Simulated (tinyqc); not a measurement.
Quantum-well laser, gain and threshold: course of the iteration: threshold density by Newton steps.

One electron and one heavy-hole subband per well, parabolic, with equal sheet densities n of electrons and holes; k-conserving transitions, TE polarisation, no line broadening, so the gain starts as a step at E0 and peaks there. All wells are pumped alike.

fe = 1 - exp(-n/Nc) and fh = 1 - exp(-n/Nv) are the fillings of the two band edges; f = g0 (fe + fh - 1) - gth; f' = g0 [(1 - fe)/Nc + (1 - fh)/Nv]; n(new) = n - f/f'.

Stop when n changes by less than 1000 cm^-2, or after 30 iterations. n must stay positive.

n at the start = 1.2e12 cm^-2
Nc = 4.79484e11 cm^-2
Nv = 1.43629e12 cm^-2
g0(E0) = 17716.0 1/cm
gth = 1258.81 1/cm

Course of the iteration:
```
iteration   n (cm^-2)  |change| (cm^-2)
1          3.25356e11           8.75e11
2          5.58246e11           2.33e11
3          6.12709e11           5.45e10
4          6.15047e11            2.34e9
5          6.15051e11            4.04e6
6          6.15051e11              12.0
```

Did this iteration meet its convergence test, and what does its course show?

Yes. Converged in 6 iterations. At the end the number of correct digits about doubles with each step.

Computed by the program tinyqc: `OMP_NUM_THREADS=1 python tinyqc.py 2840119 2840120 out.jsonl`, one thread of a shared Intel Xeon 2.30GHz, about 0.02 s for the whole run.
